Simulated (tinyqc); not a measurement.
Inside a calculation. Method: UHF in the 3-21g basis, for H2, spin multiplicity 1. One step of it, computed by the program tinyqc.

Problem. Iteration 1: diagonalisation and new density. Diagonalise F' = X^T F X, C = X C', fill 1 alpha and 1 beta electrons from the bottom; D(s) = C_occ C_occ^T; the new density keeps 0.5 of the old one (damping). Each column has its largest component positive (the first on a tie).

F(alpha) (hartree), lower triangle:
```
           1H 1s      1H 2s      2H 1s      2H 2s
1H 1s   0.109740
1H 2s  -0.479357  -0.357933
2H 1s  -0.257470  -0.279940   0.404266
2H 2s  -0.368823  -0.342521  -0.263791  -0.215543
```

F(beta) (hartree), lower triangle:
```
           1H 1s      1H 2s      2H 1s      2H 2s
1H 1s   0.404266
1H 2s  -0.263791  -0.215543
2H 1s  -0.257470  -0.368823   0.109740
2H 2s  -0.279940  -0.342521  -0.479357  -0.357933
```

X, lower triangle:
```
           1H 1s      1H 2s      2H 1s     2H 2s
1H 1s   1.240139
1H 2s  -0.484200   1.474181
2H 1s   0.023942   0.023391   1.240139
2H 2s   0.023391  -0.466625  -0.484200  1.474181
```

D(alpha) at the start, lower triangle:
```
          1H 1s     1H 2s     2H 1s     2H 2s
1H 1s  0.066405
1H 2s  0.136048  0.278731
2H 1s  0.007436  0.015235  0.000833
2H 2s  0.099638  0.204136  0.011158  0.149504
```

D(beta) at the start, lower triangle:
```
          1H 1s     1H 2s     2H 1s     2H 2s
1H 1s  0.000833
1H 2s  0.011158  0.149504
2H 1s  0.007436  0.099638  0.066405
2H 2s  0.015235  0.204136  0.136048  0.278731
```

overlap S, lower triangle:
```
          1H 1s     1H 2s     2H 1s     2H 2s
1H 1s  1.000000
1H 2s  0.645899  1.000000
2H 1s  0.089831  0.283479  1.000000
2H 2s  0.283479  0.607202  0.645899  1.000000
```

Give: F' = X^T F X; orbital energies; coefficients C; F' = X^T F X; orbital energies; coefficients C; D(alpha) after iteration 1; D(beta) after iteration 1.

Solution.

F' = X^T F X (alpha) (hartree), lower triangle:
```
        1       2       3      4
1   0.638
2  -0.677   0.182
3  -0.079  -0.098   0.872
4  -0.148  -0.214  -0.561  0.261
```

orbital energies (alpha) (hartree): MO1 -0.498, MO2 0.122, MO3 1.123, MO4 1.207

coefficients C (alpha):
```
         MO1     MO2     MO3     MO4
1H 1s  0.291  -0.159   1.285  -0.114
1H 2s  0.537  -0.830  -1.220   0.399
2H 1s  0.133   0.178   0.137   1.306
2H 2s  0.282   1.034   0.173  -1.203
```

F' = X^T F X (beta) (hartree), lower triangle:
```
        1       2       3      4
1   0.872
2  -0.561   0.261
3  -0.079  -0.148   0.638
4  -0.098  -0.214  -0.677  0.182
```

orbital energies (beta) (hartree): MO1 -0.498, MO2 0.122, MO3 1.123, MO4 1.207

coefficients C (beta):
```
         MO1     MO2     MO3     MO4
1H 1s  0.133   0.178   0.137   1.306
1H 2s  0.282   1.034   0.173  -1.203
2H 1s  0.291  -0.159   1.285  -0.114
2H 2s  0.537  -0.830  -1.220   0.399
```

D(alpha) after iteration 1, lower triangle:
```
       1H 1s  1H 2s  2H 1s  2H 2s
1H 1s  0.076
1H 2s  0.146  0.284
2H 1s  0.023  0.043  0.009
2H 2s  0.091  0.178  0.024  0.115
```

D(beta) after iteration 1, lower triangle:
```
       1H 1s  1H 2s  2H 1s  2H 2s
1H 1s  0.009
1H 2s  0.024  0.115
2H 1s  0.023  0.091  0.076
2H 2s  0.043  0.178  0.146  0.284
```
